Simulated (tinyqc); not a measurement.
Two-step dopant diffusion (predeposition and drive-in) with a constant diffusivity: one step, computed by the program tinyqc.

Fick diffusion into a half space x > 0 whose background doping C_B is of the opposite type, so that a junction lies where C = C_B.

Problem. Diffusivities. D = D0 exp(-E/(k_B T)). Temperatures in kelvin are T(C) + 273.15. Times in seconds are 60 times the minutes.

Inputs (values chosen for the exercise, modelled on boron in silicon):
```
quantity                      value    unit
prefactor D0                  0.864  cm^2/s
activation energy E            3.53      eV
predeposition temperature T1   1025       C
predeposition time t1             5     min
drive-in temperature T2        1000       C
```

Constants: k_B = 8.617333262e-05 eV/K.

Give: D1; D2; product D1 t1.

Solution.

D1 = 1.706e-14 cm^2/s

D2 = 9.183e-15 cm^2/s

product D1 t1 = 5.119e-12 cm^2
